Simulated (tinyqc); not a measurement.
Worked calculation: density of states of one tight-binding band on the simple cubic lattice. Values are carried at full precision from step to step, so a last printed digit may differ when a step is redone from the rounded ones.

E(k) = -2 t (c1 + c2 + c3) - 4 t2 (c1 c2 + c2 c3 + c3 c1) with ci = cos(2 pi ki); k in fractions of the reciprocal vectors, mesh k_i = j/N with j = 0 .. N-1. Densities are per cell and per spin, so the band holds one state.

Parameters, chosen for this exercise: t = 1.78 eV (nearest hopping); t2 = -0.28 eV (second hopping); N = 6 (mesh points along each axis); bins = 8 (bins of the histogram); E_lo = -7.413 eV (lower end of the histogram); E_hi = 14.117 eV (upper end); E = 8.25 eV (energy at which the density is wanted); sigma = 0.356 eV (Gaussian width).

## Energies on the mesh

Evaluate the band at all 216 points and collect equal values.

Distinct energies:
```
E_k (eV)  points
-7.3200        1
-6.6600        6
-5.7200       12
-5.3400        6
-4.6800        3
-4.5000        8
-3.8400       24
-2.9000       12
-2.0600       24
-0.8400       24
0.6600        12
1.5000        24
2.4400         3
3.2800        24
5.3400         6
6.1800         8
8.5200        12
11.1400        6
14.0400        1
```

The 216 points give 19 distinct energies between -7.3200 and 14.0400 eV; a dense mesh gives a band from -7.320 to 14.040 eV.

## Histogram

Count the points in equal bins from E_lo to E_hi; g = count/(all points x bin width).

Histogram:
```
from (eV)  to (eV)  points  g (1/eV)
-7.4130    -4.7218      25    0.0430
-4.7218    -2.0305      71    0.1221
-2.0305     0.6607      36    0.0619
0.6607      3.3520      51    0.0877
3.3520      6.0432       6    0.0103
6.0432      8.7345      20    0.0344
8.7345     11.4258       6    0.0103
11.4258    14.1170       1    0.0017
```

Empty bins: 0 of 8; the fullest holds 71 points.

## Gaussian broadening at one energy

Gaussian broadening: g(E) = mean over the mesh of exp(-(E - E_k)^2/(2 sigma^2))/(sigma sqrt(2 pi)), n(E) = mean of erfc((E_k - E)/(sigma sqrt 2))/2.

Sum over the distinct energies with their counts.

n(E) = 0.9245
g(E) = 0.0467 1/eV

## One tetrahedron of the mesh

For corner energies e1 <= e2 <= e3 <= e4 and eij = ei - ej, the share of the tetrahedron below E is n = (E - e1)^3/(e21 e31 e41) for e1 < E < e2; n = [e21^2 + 3 e21 x + 3 x^2 - (e31 + e42) x^3/(e32 e42)]/(e31 e41) with x = E - e2 for e2 < E < e3; n = 1 - (e4 - E)^3/(e41 e42 e43) for e3 < E < e4; its density of states is g = dn/dE.

corner energies, sorted (eV): 3.2800  5.3400  8.5200  11.1400

Find its share below E and its density of states at E.

n = 0.7984
g = 0.2048 1/eV

E lies between corners 2 and 3.

## Sum over all linear tetrahedra

Each cube of the mesh, corners numbered 0 to 7 as the binary number (i j l), is cut into six tetrahedra around the diagonal 0-7: 0137, 0157, 0237, 0267, 0457, 0467. For corner energies e1 <= e2 <= e3 <= e4 and eij = ei - ej, the share of the tetrahedron below E is n = (E - e1)^3/(e21 e31 e41) for e1 < E < e2; n = [e21^2 + 3 e21 x + 3 x^2 - (e31 + e42) x^3/(e32 e42)]/(e31 e41) with x = E - e2 for e2 < E < e3; n = 1 - (e4 - E)^3/(e41 e42 e43) for e3 < E < e4; its density of states is g = dn/dE.

Average n and g over all pieces of the mesh. The reference uses the same method with N = 36.

n(E) = 0.9545
g(E) = 0.0185 1/eV
reference n(E) = 0.940
reference g(E) = 0.019 1/eV

On this mesh the linear method errs by 0.000 1/eV in g and +0.015 in n; the Gaussian sum erred by +0.028 and -0.015.

## Checks

- States below the top of the band by the linear method against one: both 1.000000.

Computed by tinyqc, a small Python program: `OMP_NUM_THREADS=1 python tinyqc.py 1651734 1651735 out.jsonl` (the numbers bound the seed that draws the inputs); one thread of a shared host (Intel(R) Xeon(R) Processor @ 2.30GHz), about 0.2 s for the whole set of steps.
